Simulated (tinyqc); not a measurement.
Inside a calculation. Model: epitaxial growth on a vicinal surface: Burton-Cabrera-Frank step flow, step-edge barrier and island nucleation. Computed by tinyqc, a small Python program that keeps every step. Command: `OMP_NUM_THREADS=1 python tinyqc.py 3004135 3004136 out.jsonl stepflow walk`. One thread of a shared host (Intel(R) Xeon(R) Processor @ 2.30GHz), about 0.01 s of CPU time with the checks. Intermediate numbers are printed to about 6 digits and carried at full precision; extremes and crossings named in words are read from the listed rows.

Adatoms land at rate F, hop on a square grid (a simplification for hexagonal faces), desorb, or join steps. Lengths are in units of a and n is the adatom coverage. Steps ascend at x = 0 and descend at x = l.

Inputs (values chosen for the exercise, close to those used for Ge(001)):
```
quantity                                    value      unit
site spacing a                                  4  angstrom
step height h                                1.41  angstrom
diffusion barrier E_d                       0.671        eV
desorption energy E_a                        2.51        eV
adatom formation energy E_f                  1.13        eV
step-edge barrier E_s                           0        eV
attempt frequency nu                            1       THz
deposition rate F                           0.056  layers/s
miscut angle                                    4   degrees
temperature T                                 600         C
critical nucleus size i                         2         -
binding energy of the critical nucleus E_i   0.44        eV
```

Constants: k_B = 8.617333262e-05 eV/K.

## Scales

D = nu exp(-E_d/(k_B T)) (a^2/s, nu counted per direction); tau = exp(E_a/(k_B T))/nu; x_s = sqrt(D tau); n_eq = exp(-E_f/(k_B T)); terrace width l = h/(a tan(miscut)); Schwoebel length l_s = exp(E_s/(k_B T)) - 1. Temperatures in kelvin are T(C) + 273.15.

D = 1.33974e+08 a^2/s

lifetime tau = 307.323 s

diffusion length x_s = 202912 a

equilibrium coverage n_eq = 3.00398e-07

terrace width l = 5.04098 a

Schwoebel length l_s = 0 a

l/x_s = 2.48e-5: nearly every adatom reaches a step.

## Terrace solution

D n'' - n/tau + F = 0 with n(0) = n_eq and -l_s n'(l) = n(l) - n_eq. With u = n - F tau, A = n_eq - F tau, y = l/x_s, s = l_s/x_s: u = A cosh(x/x_s) + B sinh(x/x_s), B = A (1 - cosh y - s sinh y)/(sinh y + s cosh y). Flux into the ascending step J+ = D B/x_s, over the descending one J- = -(D/x_s)(A sinh y + B cosh y); step velocity J+ + J-; growth rate (J+ + J-)/l. For small y: J+ + J- = (F - n_eq/tau) l, J-/J+ = l/(l + 2 l_s). The coverage peaks where n' = 0, tanh(x/x_s) = -B/A.

J+ = 0.141148 atoms per step site and s

J- = 0.141148 atoms per step site and s

growth rate = 0.0560000 layers/s

peak coverage = 3.01725e-07

position of the peak = 2.52049 a

1.8e-6 % of the flux desorbs; even closely spaced steps lose n_eq/tau, 1.7e-6 % of F. The ascending step takes 50.0 %, half, as there is no barrier. Caution: terraces under ten sites wide are at the edge of a continuum description.

## Step flow or islands

Island density on a flat surface without desorption: N = 0.25 (F/D)^(i/(i+2)) exp(E_i/((i+2) k_B T)) per site, with E_i = 0 for i = 1; spacing l_n = N^(-1/2). Step flow needs an effective width l_eff = 2 x(peak) below l_n.

island density N on a flat surface = 2.20515e-05 per site

island spacing l_n = 212.952 a

ratio l_eff/l_n = 0.0236720

Steps capture adatoms before they meet: step flow. Caution: the prefactor 0.25 and the criterion are estimates, good to a factor of about two in length.

## Growth mode over temperature

x(peak) solves tanh(x/x_s) = -B/A. Rows where evaporation outweighs deposition are left out.

Scales:
```
T (C)      x_s (a)  l_s (a)  incorporated share  l_n (a)  l_eff/l_n
400    7.65889e+06        0             1.00000   88.366  0.0570466
450    2.55965e+06        0             1.00000  115.237  0.0437444
500    9.85736e+05        0             1.00000  145.207  0.0347159
550    4.26271e+05        0             1.00000  177.904  0.0283355
600    2.02912e+05        0             1.00000  212.952  0.0236720
650    1.04677e+05        0             1.00000  249.987  0.0201650
700    5.78008e+04        0             1.00000  288.668  0.0174629
750    3.38240e+04        0             0.99998  328.680  0.0153371
800    2.08065e+04        0             0.99986  369.738  0.0136339
```

The ratio stays below 1: step flow in every row. Incorporation goes from 100.0 % to 100.0 %.

Checks made by the program: growth rate against F minus desorption, from a numerical solution (relative difference below 1e-10).
